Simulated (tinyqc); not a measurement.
Random telegraph noise from one oxide trap in a small MOSFET: one step of the calculation.

An acceptor-like trap exchanges electrons with the channel. Inversion charge Q = Cox u, u = n Vt W0(exp((Vg - VT)/(n Vt))), W0 the Lambert function, n = nf, Cox = eps0 eox/tox; linear regime Id = (W/L) mu Q Vd. Relative to threshold the surface potential rises by Vt ln(u/u0) and the oxide voltage by the rest of Vg - VT, with u0 = n Vt W0(1).

Task. Lorentzian spectrum. Spectrum S(f) = 4 dI^2/{(tc + te)[(1/tc + 1/te)^2 + (2 pi f)^2]}; corner fc = (1/tc + 1/te)/(2 pi); variance dI^2 tc te/(tc + te)^2. Give S at f = 0, at fc and at 10 fc.

tc = 5546.0879 s
te = 1796.8073 s
dI = 59.393739 nA

Find: fc; S(0); S(fc); S(10 fc); rms current.

Result.

fc = 1.173e-4 Hz
S(0) = 3.539e-12 A^2/Hz
S(fc) = 1.770e-12 A^2/Hz
S(10 fc) = 3.504e-14 A^2/Hz
rms current = 25.53 nA

The rms value is 0.430 of the step; it reaches its largest share, 1/2, when tc = te.

Range of the model: VT is taken as given; short-channel effects and the uneven flow of current among few electrons are left out.

Program tinyqc, `OMP_NUM_THREADS=1 python tinyqc.py 2710063 2710064 out.jsonl`; Intel Xeon 2.30GHz, shared host, one thread, about 0.01 s.
